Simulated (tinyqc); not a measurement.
Inside a calculation. Method: Pariser-Parr-Pople SCF with singles CI, for the molecule Oc1ccc2c(c1)C=C2 (SMILES; centres numbered as the heavy atoms are written). One step of it, computed by the program tinyqc.

Question. Iteration 2: Fock matrix. F_rr = H_rr + P_rr gamma_rr / 2 + sum_(s != r) P_ss gamma_rs; F_rs = H_rs - P_rs gamma_rs / 2; E = tr P (H + F) / 2 + core repulsion sum_(r<s) z_r z_s gamma_rs.

P after iteration 1, lower triangle:
```
           1O         2C         3C         4C         5C        6C         7C        8C
1O   1.836740
2C   0.378453   1.047045
3C  -0.259158   0.675094   1.157169
4C  -0.047607  -0.007468   0.588180   0.937257
5C   0.189172  -0.345981  -0.064749   0.722789   1.062014
6C  -0.105931   0.043375  -0.275769   0.029900   0.487048  0.817659
7C  -0.131338   0.497643  -0.108653  -0.158452   0.054561  0.752051   1.149646
8C  -0.110572   0.157951   0.087329  -0.313857  -0.101138  0.230299  -0.071867  1.146273
9C   0.103568  -0.067608   0.082185   0.029228   0.252244  0.144473  -0.319490  0.875709

          9C
9C  0.846197
```

core matrix H (eV), lower triangle:
```
            1O          2C          3C          4C          5C          6C          7C          8C
1O  -69.173279
2C   -2.240000  -65.752687
3C    0.000000   -2.390000  -59.512984
4C    0.000000    0.000000   -2.390000  -57.790239
5C    0.000000    0.000000    0.000000   -2.390000  -61.767156
6C    0.000000    0.000000    0.000000    0.000000   -2.390000  -62.619248
7C    0.000000   -2.390000    0.000000    0.000000    0.000000   -2.390000  -61.386082
8C    0.000000    0.000000    0.000000    0.000000    0.000000   -2.390000    0.000000  -53.681395
9C    0.000000    0.000000    0.000000    0.000000   -2.390000    0.000000    0.000000   -2.390000

            9C
9C  -53.311700
```

repulsion gamma_rs (eV), lower triangle:
```
           1O         2C         3C         4C         5C         6C         7C         8C
1O  21.500000
2C   8.699463  11.130000
3C   5.579971   7.553918  11.130000
4C   3.782098   5.240212   7.555798  11.130000
5C   3.355269   4.668978   5.239577   7.552789  11.130000
6C   3.781576   5.239577   4.668457   5.238839   7.553918  11.130000
7C   5.580586   7.554922   5.239335   4.668516   5.239068   7.553017  11.130000
8C   2.789642   3.566435   3.369522   4.007518   6.088370   7.553918   4.802430  11.130000
9C   2.604674   3.369718   3.566435   4.802371   7.553918   6.088370   4.007621   7.553918

           9C
9C  11.130000
```

Centres (angstrom, eV; a flat drawing with bonds scaled to 1.40 angstrom):

| centre | x | y | core charge z | W | gamma_rr |
|---|---|---|---|---|---|
| 1O | 2.944000 | 0.605000 | 2 | 33.000000 | 21.500000 |
| 2C | 1.606000 | 0.192000 | 1 | 11.160000 | 11.130000 |
| 3C | 1.295000 | -1.173000 | 1 | 11.160000 | 11.130000 |
| 4C | -0.042000 | -1.586000 | 1 | 11.160000 | 11.130000 |
| 5C | -1.069000 | -0.634000 | 1 | 11.160000 | 11.130000 |
| 6C | -0.758000 | 0.731000 | 1 | 11.160000 | 11.130000 |
| 7C | 0.580000 | 1.144000 | 1 | 11.160000 | 11.130000 |
| 8C | -2.123000 | 1.042000 | 1 | 11.160000 | 11.130000 |
| 9C | -2.434000 | -0.323000 | 1 | 11.160000 | 11.130000 |

Give: F; pi energy.

Answer.

F (eV), lower triangle:
```
          1O       2C       3C       4C       5C       6C       7C       8C
1O  -11.8450
2C   -3.8862  -5.4269
3C    0.7230  -4.9398  -5.5480
4C    0.0900   0.0196  -4.6121  -5.0682
5C   -0.3174   0.8077   0.1696  -5.1195  -6.0930
6C    0.2003  -0.1136   0.6437  -0.0783  -4.2296  -4.8083
7C    0.3665  -4.2698   0.2846   0.3699  -0.1429  -5.2301  -5.7536
8C    0.1542  -0.2817  -0.1471   0.6289   0.3079  -3.2598   0.1726  -6.2335
9C   -0.1349   0.1139  -0.1466  -0.0702  -3.3427  -0.4398   0.6402  -5.6975

         9C
9C  -5.3955
```

pi energy = -151.1222 eV
